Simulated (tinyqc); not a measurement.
# Lossy package transmission line with skin effect, step by step

Computed by the program tinyqc: `OMP_NUM_THREADS=1 python tinyqc.py 2810159 2810160 out.jsonl`, one thread of a shared Intel Xeon 2.30GHz, about 0.01 s for the whole run. Printed values are rounded.

A uniform line in a homogeneous dielectric: c = sqrt(er)/(c0 Z0), l = Z0 sqrt(er)/c0 (c0 = 299792458 m/s), g = w c td, w = 2 pi f. The resistance joins its limits as r = sqrt(r_dc^2 + r_hf^2), with r_dc = rho/(wd th), r_hf = kr rho/(2 delta (wd + th)), delta = sqrt(rho/(pi f mu0)), mu0 = 4 pi 1e-7 H/m; this is an interpolation, and internal inductance, up to 0.05 nH/mm at low frequency, is neglected.

Values chosen for this exercise:
```
symbol  value     unit                                  meaning
wd         78       um                       width of the strip
th         13       um                   thickness of the strip
rho       2.9  uohm cm                              resistivity
er        4.2                             relative permittivity
td       0.02                                      loss tangent
Z0         45      ohm             lossless impedance sqrt(l/c)
kr        1.5           factor for crowding and the return path
len        17       mm                                   length
Rg         50      ohm                        source resistance
RL         50      ohm                          load resistance
CL        100       fF                         load capacitance
f        0.93      GHz                                frequency
```

## Line constants

delta, r_dc, r_hf, r, l, c and g as defined.

delta = 2.810462 um
r_dc = 0.02859961 ohm/mm
r_hf = 0.08504332 ohm/mm
r = 0.08972349 ohm/mm
l = 0.3076213 nH/mm
c = 151.9118 pF/m
g = 0.01775351 S/m

r is 3.14 times r_dc; the skin depth is 0.216 of the thickness.

## Propagation constant and impedance

gamma = sqrt((r + i w l)(g + i w c)) = alpha + i beta, Zc = sqrt((r + i w l)/(g + i w c)), roots with positive real part; loss 8.685889638 alpha in dB; phase velocity w/beta.

gamma len = 0.0237358+0.6791476i
Zc = 45.01848-0.67253i ohm
loss = 0.01212746 dB/mm
phase velocity over c0 = 0.4878955
r/(w l) = 0.04991452

r is below w l; the low-loss estimate 8.686 (r/(2 Z0) + g Z0/2) gives 0.0121 dB/mm.

## Reflection, input impedance and transfer

ZL = 1/(1/RL + i w CL); reflection (ZL - Zc)/(ZL + Zc); Zin = Zc (ZL + Zc tanh(gamma len))/(Zc + ZL tanh(gamma len)); H = V_load/V_source = [Zin/(Zin + Rg)]/[cosh(gamma len) + (Zc/ZL) sinh(gamma len)].

ZL = 49.95736-1.45959i ohm
reflection at the load = 0.05216116-0.00711601i
Zin = 45.07182-5.20469i ohm
H = 0.3737223-0.3124669i
|H| = -6.246951 dB
